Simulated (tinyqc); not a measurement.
## Trap density from one capacitance

Problem. Traps spread evenly through the insulator exchange electrons with the semiconductor by tunnelling, with tau(x) = t0 exp(2 ka x) at depth x from the interface. The admittance per area Y seen at depth x obeys dY/dx = -Y^2/(i w eps0 eox) + q Nb ln(1 + i w tau)/tau, with Y(0) = i w Cs and w = 2 pi f; the gate sees Y(tox) = G + i w C. Working variable y = Y/(i w), in uF/cm^2. Cox = eps0 eox/tox. Find Nb and G/w.

Parameters, values chosen for the exercise:
- eox = 19.9 (relative permittivity of the insulator)
- tox = 4.2 nm (insulator thickness)
- Cs = 0.78 uF/cm^2 (semiconductor capacitance in accumulation)
- ka = 6.5 1/nm (decay constant of the wave function in the insulator)
- t0 = 3e-11 s (time constant of a trap at the interface)
- f = 1000 Hz (frequency)

Constants: q = 1.602176634e-19 C, eps0 = 8.8541878128e-14 F/cm where lengths are in cm. Results are converted to the units shown.

C = 1.7820860 uF/cm^2

Solution. C rises steadily with Nb, so one density matches; in practice ka and t0 must come from the frequency dependence.

Nb = 9.700e19 cm^-3 eV^-1
G/w = 0.09314 uF/cm^2

tinyqc, about 0.4 s, one thread, Intel Xeon 2.30GHz (shared host): `OMP_NUM_THREADS=1 python tinyqc.py 2202130 2202131 out.jsonl`
